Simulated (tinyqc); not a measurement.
Inside a calculation. Method: CCSD on RHF in the 6-31g basis, for H2, spin multiplicity 1. One step of it, computed by the program tinyqc.

Problem. Iteration 5 (converged): orbitals. Diagonalise F' = X^T F X, C = X C', fill 1 alpha and 1 beta electrons from the bottom; D = 2 C_occ C_occ^T. Each column has its largest component positive (the first on a tie).

converged F (hartree):
```
,1H 1s,1H 2s,2H 1s,2H 2s
1H 1s,0.050081,-0.456036,-0.468275,-0.453776
1H 2s,-0.456036,-0.324908,-0.453776,-0.370271
2H 1s,-0.468275,-0.453776,0.050081,-0.456036
2H 2s,-0.453776,-0.370271,-0.456036,-0.324908
```

X:
```
,1,2,3,4
1H 1s,-0.699137,0.843999,0.758510,0.271491
1H 2s,1.835877,-0.683674,0.288855,0.335157
2H 1s,0.699137,0.843999,-0.758510,0.271491
2H 2s,-1.835877,-0.683674,-0.288855,0.335157
```

Give: F' = X^T F X; orbital energies; coefficients C; D after iteration 5.

Solution.

F' = X^T F X (hartree):
```
,1,2,3,4
1,0.8241,0.0000,-0.5070,0.0000
2,0.0000,0.8543,0.0000,-0.0500
3,-0.5070,0.0000,0.6020,0.0000
4,0.0000,-0.0500,0.0000,-0.5490
```

orbital energies (hartree): MO1 -0.5508, MO2 0.1940, MO3 0.8560, MO4 1.2321

coefficients C:
```
,MO1,MO2,MO3,MO4
1H 1s,0.3014,0.1526,0.8338,-1.0202
1H 2s,0.3106,1.3760,-0.6952,1.2492
2H 1s,0.3014,-0.1526,0.8338,1.0202
2H 2s,0.3106,-1.3760,-0.6952,-1.2492
```

D after iteration 5:
```
,1H 1s,1H 2s,2H 1s,2H 2s
1H 1s,0.1816,0.1872,0.1816,0.1872
1H 2s,0.1872,0.1930,0.1872,0.1930
2H 1s,0.1816,0.1872,0.1816,0.1872
2H 2s,0.1872,0.1930,0.1872,0.1930
```
